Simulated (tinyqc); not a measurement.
Single-domain magnet: Stoner-Wohlfarth switching, Neel-Arrhenius retention, LLG dynamics and spin torque: one step, computed by the program tinyqc.

The moment is uniform, with unit vector m; z is the easy axis. mu_0 = 1.25663706212e-6 T m/A, gamma = 1.76085963023e11 rad/(s T).

Question. Exact time to the equator. The polar equation dm_z/dt = -(1 - m_z^2)(i - m_z)/tau_D, i = I/I_c0, integrates to t = tau_D [F(cos theta_0) - F(0)], F(z) = -ln(1 - z)/(2 (i - 1)) + ln(1 + z)/(2 (i + 1)) + ln(i - z)/(i^2 - 1), theta_0 = 1/sqrt(2 Delta).

Inputs (values chosen for the exercise, for a model magnet): temperature T = 358 K; drive I/I_c0 = 1.3.

Shape: prolate spheroid, easy axis along it.

stability factor Delta = 56.89845

tau_D = 0.6035891 ns

Give: time to m_z = 0.

Answer.

time to m_z = 0 = 4.281 ns
